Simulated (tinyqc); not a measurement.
Planar ballistic transistor, top-of-the-barrier model: two steps of the calculation.

At the top of the source barrier, states moving towards the drain are filled by the source (Fermi level 0) and states moving back by the drain (Fermi level -q Vd); nothing scatters. U is the shift of the band edge there, set by the capacitances CG, CD and CS (the total) and by the charge. Parabolic two-dimensional band; the source is grounded.

Parameters, values chosen for the exercise; mass and valleys close to those of germanium: temperature T = 300 K; effective mass m = 0.119 m0; valley degeneracy gv = 4; relative permittivity of the gate insulator eox = 3.9; insulator thickness tox = 2.4 nm; gate control CG/CS aG = 0.82; band edge at the barrier top above the source Fermi level at zero bias E0 = 0.33 eV; drain voltage Vd = 0.4 V.

Constants: q = 1.602176634e-19 C, kB = 1.380649e-23 J/K, hbar = 1.054571817e-34 J s, m0 = 9.1093837015e-31 kg, Vt = kB T/q, eps0 = 8.8541878128e-14 F/cm where lengths are in cm. Results are converted to the units shown.

Problem 1. Self-consistent potential at the barrier top. eta1 = -(E0 + U)/Vt, eta2 = eta1 - Vd/Vt, n = (N0/2)[F_0(eta1) + F_0(eta2)], F_0(x) = ln(1 + exp x). U(out) = UL + q (n - n0)/CS. U(new) = U + 0.2 (U(out) - U).

U after iteration 1 = -0.29657901 eV
N0 = 5.1404163e12 cm^-2
CS = 1.7546409 uF/cm^2
n0 = 1.4697439e7 cm^-2
UL = -0.3468 eV

Find: eta1; eta2; n; U(out); U after iteration 2.

Solution 1.

eta1 = -1.293
eta2 = -16.77
n = 6.234e11 cm^-2
U(out) = -0.2899 eV
U after iteration 2 = -0.2952 eV

Problem 2. Current, mean velocity and share of the gate voltage. N0 = gv m kB T/(pi hbar^2), CG = eps0 eox/tox, vT = sqrt(2 kB T/(pi m)), CS = CG/aG, n0 = n at U = 0 and Vd = 0. I = q (N0/2) vT [F_(1/2)(eta1) - F_(1/2)(eta2)] per width, F_(1/2)(x) = (2/sqrt(pi)) int_0^infinity u^(1/2)/(1 + exp(u - x)) du. Mean velocity I/(q n). CQ = (q/Vt) dn/d(eta1); the band edge follows the gate as -dU/dVg = aG/(1 + CQ/CS).

converged U = -0.29425759 eV

Find: eta1; n; I; mean velocity; CQ; -dU/dVg.

Solution 2.

eta1 = -1.3826
n = 5.7544e11 cm^-2
I = 148.54 uA/um
mean velocity = 1.6112e7 cm/s
CQ = 3.1953 uF/cm^2
-dU/dVg = 0.29067 eV/V

The carriers from the source are near degeneracy (eta1 = -1.38), and the mean velocity is 1.03 times vT = sqrt(2 kB T/(pi m)) = 1.56e7 cm/s.

Program tinyqc, `OMP_NUM_THREADS=1 python tinyqc.py 2400068 2400069 out.jsonl`; Intel Xeon 2.30GHz, shared host, one thread, about 0.01 s.
